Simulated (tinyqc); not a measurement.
Inside a calculation. Model: semiconductor laser, carrier and photon rate equations.

Computed by the program tinyqc: `OMP_NUM_THREADS=1 python tinyqc.py 2840017 2840018 out.jsonl`, one thread of a shared Intel Xeon 2.30GHz, about 0.01 s for the whole run. Printed values are rounded.

Carrier density N and photon density S in one mode: dN/dt = F1 = eta I/(q V) - (A N + B N^2 + C N^3) - vg g S; dS/dt = F2 = G vg g S + G be B N^2 - S/tp, with g = g0 ln(N/Ntr)/(1 + ec S). Output power P = Fo Eph S V/(G tp). No heating, no carrier transport.

Parameters, values chosen for the exercise:
```
symbol,value,unit,meaning
V,5.4e-11,cm^3,active volume
G,0.097,,confinement factor
vg,8.15e9,cm/s,group velocity
g0,2200,1/cm,gain coefficient
Ntr,2e18,cm^-3,transparency density
ec,2.7e-17,cm^3,gain compression
tp,3.6,ps,photon lifetime
A,3.6e7,1/s,defect recombination coefficient
B,1.4e-10,cm^3/s,radiative coefficient
C,4.3e-30,cm^6/s,Auger coefficient
be,0.00013,,share of spontaneous emission into the mode
eta,0.8,,injection efficiency
Fo,0.57,,share of cavity losses that is output
Eph,1.27,eV,photon energy
I,37,mA,drive current
dt,3,ps,time step
```

Constants: q = 1.602176634e-19 C. Results are converted to the units shown.

## Threshold

gth = 1/(G vg tp), Nth = Ntr exp(gth/g0), Ith = q V (A Nth + B Nth^2 + C Nth^3)/eta. Above it S is near G tp eta (I - Ith)/(q V). Carrier lifetime at threshold Nth/(A Nth + B Nth^2 + C Nth^3).

gth = 351.373 1/cm
Nth = 2.34635e18 cm^-3
Ith = 9.84966 mA
estimate of S = 8.76669e14 cm^-3
carrier lifetime = 2.57624 ns

## Iteration 1: steady state by Newton steps

(N, S) at the start (Nth and the estimate of S): N (1e18 cm^-3) 2.346, S (1e15 cm^-3) 0.877

Jacobian, with a = g0/(N (1 + ec S)) and d = g/(1 + ec S): J11 = -(A + 2 B N + 3 C N^2) - vg a S, J12 = -vg d, J21 = G vg a S + 2 G be B N, J22 = G vg d - 1/tp. Solve J d = -F and add d to (N, S).

F1, F2 (1e27 cm^-3/s): 0.0597229  -0.00584933

J (1/ns):
```
	N	S
F1	-7.31157	-2730.17
F2	0.635134	-12.9516
```

(N, S) after iteration 1: N (1e18 cm^-3) 2.35516, S (1e15 cm^-3) 0.874356

## Iteration 2: steady state by Newton steps

As before.

F1, F2 (1e27 cm^-3/s): 2.79150e-4  -2.84622e-5

J (1/ns):
```
	N	S
F1	-7.27002	-2797.20
F2	0.630802	-6.44917
```

(N, S) after iteration 2: N (1e18 cm^-3) 2.35520, S (1e15 cm^-3) 0.874339

## Course of the iteration: steady state by Newton steps

Stop when the largest change of (N, S) is below 1e-9, or after 40 iterations. N is counted in 1e18 and S in 1e15 cm^-3, and S must be positive.

Course of the iteration:
```
iteration	S (1e15 cm^-3)	largest |change| of one entry
1	0.874356	9.16e-3
2	0.874339	4.49e-5
3	0.874339	1.28e-9
4	0.874339	< 1e-15
```

Converged in 4 iterations. The change falls from 0.0092 in the first iteration to below the tolerance in the last.

## Power, relaxation frequency, damping and bandwidth

N = 2.35520e18 cm^-3
S = 8.74339e14 cm^-3

Jacobian, with a = g0/(N (1 + ec S)) and d = g/(1 + ec S): J11 = -(A + 2 B N + 3 C N^2) - vg a S, J12 = -vg d, J21 = G vg a S + 2 G be B N, J22 = G vg d - 1/tp. wR^2 = det J, gamma = -trace J, fR = wR/(2 pi); the response wR^2/(wR^2 - w^2 + i gamma w) falls to 1/sqrt(2) at w^2 = x + sqrt(x^2 + wR^4), x = wR^2 - gamma^2/2 (f3dB = w/(2 pi)).

P = 15.6815 mW
fR = 6.77348 GHz
gamma = 13.6870 1/ns
f3dB = 10.3313 GHz

f3dB is 1.53 times fR (1.55 without damping). gamma/wR = 0.32: the response has a resonance peak.

## One Runge-Kutta step of a transient

(N, S) at the start: N (1e18 cm^-3) 2.402, S (1e15 cm^-3) 0.437

y = (N, S), k1 = F(y), k2 = F(y + dt k1/2), k3 = F(y + dt k2/2), k4 = F(y + dt k3), y(new) = y + dt (k1 + 2 k2 + 2 k3 + k4)/6.

slopes per ps, N in 1e18 and S in 1e15 cm^-3:
```
	dN/dt	dS/dt
k1	0.00104911	0.0162018
k2	9.64616e-4	0.0175271
k3	9.58757e-4	0.0175529
k4	8.67802e-4	0.0189425
```

(N, S) after the step: N (1e18 cm^-3) 2.40488, S (1e15 cm^-3) 0.489652
